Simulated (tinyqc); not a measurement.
Hueckel theory of the pi electrons, for the molecule C=Cc1ccc2ccccc(F)c1-2 (SMILES; centres numbered as the heavy atoms are written), step by step. One step of it, computed by the program tinyqc.

Question. Orbitals. Diagonalise; E = alpha + x beta with beta < 0, so the largest x are filled first; degenerate levels share their electrons. P = sum n_i c_ri c_si; each orbital has its largest coefficient positive (the first on a tie).

Hueckel matrix in units of beta (H = alpha + beta A):
```
           1C        2C        3C        4C        5C        6C        7C        8C
1C   0.000000  1.000000  0.000000  0.000000  0.000000  0.000000  0.000000  0.000000
2C   1.000000  0.000000  1.000000  0.000000  0.000000  0.000000  0.000000  0.000000
3C   0.000000  1.000000  0.000000  1.000000  0.000000  0.000000  0.000000  0.000000
4C   0.000000  0.000000  1.000000  0.000000  1.000000  0.000000  0.000000  0.000000
5C   0.000000  0.000000  0.000000  1.000000  0.000000  1.000000  0.000000  0.000000
6C   0.000000  0.000000  0.000000  0.000000  1.000000  0.000000  1.000000  0.000000
7C   0.000000  0.000000  0.000000  0.000000  0.000000  1.000000  0.000000  1.000000
8C   0.000000  0.000000  0.000000  0.000000  0.000000  0.000000  1.000000  0.000000
9C   0.000000  0.000000  0.000000  0.000000  0.000000  0.000000  0.000000  1.000000
10C  0.000000  0.000000  0.000000  0.000000  0.000000  0.000000  0.000000  0.000000
11C  0.000000  0.000000  0.000000  0.000000  0.000000  0.000000  0.000000  0.000000
12F  0.000000  0.000000  0.000000  0.000000  0.000000  0.000000  0.000000  0.000000
13C  0.000000  0.000000  1.000000  0.000000  0.000000  1.000000  0.000000  0.000000

           9C       10C       11C       12F       13C
1C   0.000000  0.000000  0.000000  0.000000  0.000000
2C   0.000000  0.000000  0.000000  0.000000  0.000000
3C   0.000000  0.000000  0.000000  0.000000  1.000000
4C   0.000000  0.000000  0.000000  0.000000  0.000000
5C   0.000000  0.000000  0.000000  0.000000  0.000000
6C   0.000000  0.000000  0.000000  0.000000  1.000000
7C   0.000000  0.000000  0.000000  0.000000  0.000000
8C   1.000000  0.000000  0.000000  0.000000  0.000000
9C   0.000000  1.000000  0.000000  0.000000  0.000000
10C  1.000000  0.000000  1.000000  0.000000  0.000000
11C  0.000000  1.000000  0.000000  0.750000  1.000000
12F  0.000000  0.000000  0.750000  2.590000  0.000000
13C  0.000000  0.000000  1.000000  0.000000  0.000000
```

pi electrons, sum of z_r less the charge = 14

Give: x values; occupations; coefficients; charge and bond-order matrix P.

Answer.

x values: 2.8818  2.3120  1.7288  1.3893  1.1036  0.8256  0.3521  -0.4379  -0.6599  -1.0621  -1.7278  -1.9334  -2.1822

occupations: 2.0000  2.0000  2.0000  2.0000  2.0000  2.0000  2.0000  0.0000  0.0000  0.0000  0.0000  0.0000  0.0000

coefficients:
```
        MO1      MO2      MO3      MO4      MO5      MO6      MO7      MO8
1C   0.0132   0.0940  -0.1735  -0.2596  -0.3605  -0.2233   0.5161  -0.0583
2C   0.0381   0.2173  -0.2999  -0.3607  -0.3978  -0.1843   0.1817   0.0255
3C   0.0966   0.4084  -0.3450  -0.2415  -0.0785   0.0711  -0.4521   0.0471
4C   0.0519   0.3152  -0.2364   0.0834  -0.0620   0.5859  -0.1167  -0.3171
5C   0.0528   0.3204  -0.0638   0.3574   0.0101   0.4127   0.4110   0.0918
6C   0.1004   0.4256   0.1262   0.4131   0.0732  -0.2452   0.2615   0.2770
7C   0.0482   0.2519   0.3420   0.2748  -0.3025  -0.2722  -0.0948  -0.4840
8C   0.0384   0.1567   0.4651  -0.0314  -0.4070   0.0205  -0.2948  -0.0650
9C   0.0625   0.1105   0.4621  -0.3184  -0.1467   0.2891  -0.0090   0.5125
10C  0.1417   0.0987   0.3337  -0.4109   0.2451   0.2182   0.2916  -0.1594
11C  0.3460   0.1177   0.1149  -0.2526   0.4172  -0.1090   0.1117  -0.4427
12F  0.8891  -0.3175  -0.1000   0.1578  -0.2105   0.0463  -0.0374   0.1097
13C  0.1884   0.4116  -0.0601  -0.0582   0.3732  -0.3429  -0.2242   0.2710

         MO9     MO10     MO11     MO12     MO13
1C   -0.4155  -0.4706  -0.1599  -0.1052  -0.1147
2C    0.2742   0.4998   0.2762   0.2035   0.2503
3C    0.2346  -0.0603  -0.3174  -0.2882  -0.4316
4C   -0.1354  -0.3197   0.3328   0.3505   0.1400
5C   -0.1452   0.3998  -0.2576  -0.3895   0.1262
6C    0.2313  -0.1050   0.1123   0.4026  -0.4153
7C    0.2862  -0.1722   0.1242  -0.3920   0.2286
8C   -0.4201   0.2879  -0.3269   0.3552  -0.0835
9C   -0.0090  -0.1336   0.4406  -0.2948  -0.0464
10C   0.4260  -0.1460  -0.4344   0.2148   0.1847
11C  -0.2721   0.2886   0.3099  -0.1205  -0.3566
12F   0.0628  -0.0593  -0.0538   0.0200   0.0560
13C  -0.2936  -0.1161  -0.0606   0.0031   0.5515
```

charge and bond-order matrix P:
```
          1C       2C       3C       4C       5C       6C       7C       8C
1C    1.1054   0.8899  -0.1174  -0.2381   0.1309   0.1510   0.0291  -0.1347
2C    0.8899   0.9879   0.4379   0.0135  -0.0871  -0.0539   0.0163   0.0238
3C   -0.1174   0.4379   1.1382   0.5889  -0.1714  -0.2024  -0.0592   0.1631
4C   -0.2381   0.0135   0.5889   1.0514   0.6837  -0.0695  -0.2115   0.0210
5C    0.1309  -0.0871  -0.1714   0.6837   1.1533   0.5766   0.0106  -0.2109
6C    0.1510  -0.0539  -0.2024  -0.0695   0.5766   1.0233   0.5771   0.0088
7C    0.0291   0.0163  -0.0592  -0.2115   0.0106   0.5771   0.8657   0.6746
8C   -0.1347   0.0238   0.1631   0.0210  -0.2109   0.0088   0.6746   0.9927
9C   -0.0053   0.0121   0.0096   0.1636   0.0191  -0.2078   0.1359   0.6258
10C   0.1468  -0.0195  -0.1950   0.0078   0.1667  -0.0615  -0.2565   0.0155
11C  -0.0142  -0.0603   0.0236  -0.1919  -0.0728   0.1629  -0.1818  -0.2238
12F   0.0090   0.0128  -0.0212   0.0548   0.0192  -0.0597   0.0532   0.0611
13C  -0.2139   0.0193   0.5376  -0.0981  -0.2101   0.4304   0.1558  -0.0944

          9C      10C      11C      12F      13C
1C   -0.0053   0.1468  -0.0142   0.0090  -0.2139
2C    0.0121  -0.0195  -0.0603   0.0128   0.0193
3C    0.0096  -0.1950   0.0236  -0.0212   0.5376
4C    0.1636   0.0078  -0.1919   0.0548  -0.0981
5C    0.0191   0.1667  -0.0728   0.0192  -0.2101
6C   -0.2078  -0.0615   0.1629  -0.0597   0.4304
7C    0.1359  -0.2565  -0.1818   0.0532   0.1558
8C    0.6258   0.0155  -0.2238   0.0611  -0.0944
9C    0.8724   0.6586   0.1488  -0.0627  -0.2077
10C   0.6586   1.0057   0.6277  -0.1119   0.0449
11C   0.1488   0.6277   0.8179   0.2436   0.5789
12F  -0.0627  -0.1119   0.2436   1.9482  -0.1048
13C  -0.2077   0.0449   0.5789  -0.1048   1.0381
```
